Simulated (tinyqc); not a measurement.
Length of a molecular wire: coherent transport through a tight-binding bridge. Computed by the program tinyqc. 

A uniform bridge between two chains:
```
parameter,value
site energy (eV),0.820000
hopping in the bridge (eV),0.600000
lead hopping (eV),1.970000
couplings (eV),"0.31, 1.07"
E (eV),0.020000
```

T = Gamma_L Gamma_R |G_1n|^2 with the self-energies of semi-infinite chains.

Transmission against length:
```
sites,T,ln T
2,1.2802e-01,-2.0556
3,3.8122e-01,-0.9644
4,1.9405e-01,-1.6396
5,1.0226e-01,-2.2802
6,1.6075e-01,-1.8279
7,4.1913e-01,-0.8696
8,1.4714e-01,-1.9164
9,1.0361e-01,-2.2671
10,2.1708e-01,-1.5275
```

E lies inside the band of the bridge (|E - e|/2h = 0.667 < 1): T does not decay but oscillates with length, between 0.102 and 0.419 here, as levels of the bridge pass E.
